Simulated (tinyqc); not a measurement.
Transient enhanced diffusion after implantation: plus-n interstitials, dissolving clusters and loss to the surface: one step, computed by the program tinyqc. Command: `OMP_NUM_THREADS=1 python tinyqc.py 3024957 3024958 out.jsonl ted walk`. One thread of a shared host (Intel(R) Xeon(R) Processor @ 2.30GHz), about 0.01 s of CPU time with the checks.

The implant leaves n Q interstitials in clusters at depth R_p. While clusters last they hold the free interstitials at a supersaturation S = C_I/C_I*; interstitials drain to the surface, and the part f_I of the dopant diffusion that uses interstitials speeds up in proportion to S.

Problem. Duration and total effect at this temperature. The clusters last tau = n Q/J. If they dissolve fully at this T, the extra budget is (D/D* - 1) D* tau.

Inputs (values chosen for the exercise, modelled on boron in silicon): implant dose Q = 2.1e+14 1/cm^2; interstitials kept per ion n = 2; anneal (peak) temperature T = 725 C.

Anneal: spike.

flux J = 8.937529e+09 1/(cm^2 s)

enhancement D/D* = 1218.531

equilibrium diffusivity D* = 1.747121e-18 cm^2/s

Give: duration tau; extra budget if complete.

Solution.

duration tau = 46993 s

extra budget if complete = 9.996e-11 cm^2
